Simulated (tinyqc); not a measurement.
Worked calculation: sp3 tight binding, zinc-blende lattice. One step of it, computed by the program tinyqc.

Question. Levels at X. Diagonalise the Hermitian matrix.

H(k) at X (eV):
```
,a s,a px,a py,a pz,c s,c px,c py,c pz
a s,-16.400000,0.000000,0.000000,0.000000,0.000000,0.000000+9.700069i,0.000000,0.000000
a px,0.000000,-8.290000,0.000000,0.000000,0.000000-9.700069i,0.000000,0.000000,0.000000
a py,0.000000,0.000000,-8.290000,0.000000,0.000000,0.000000,0.000000,0.000000+12.301865i
a pz,0.000000,0.000000,0.000000,-8.290000,0.000000,0.000000,0.000000+12.301865i,0.000000
c s,0.000000,0.000000+9.700069i,0.000000,0.000000,-14.280000,0.000000,0.000000,0.000000
c px,0.000000-9.700069i,0.000000,0.000000,0.000000,0.000000,-7.190000,0.000000,0.000000
c py,0.000000,0.000000,0.000000,0.000000-12.301865i,0.000000,0.000000,-7.190000,0.000000
c pz,0.000000,0.000000,0.000000-12.301865i,0.000000,0.000000,0.000000,0.000000,-7.190000
```

Give: eigenvalues.

Answer.

eigenvalues (eV): -22.5327  -21.4369  -20.0542  -20.0542  -1.1331  -1.0573  4.5742  4.5742
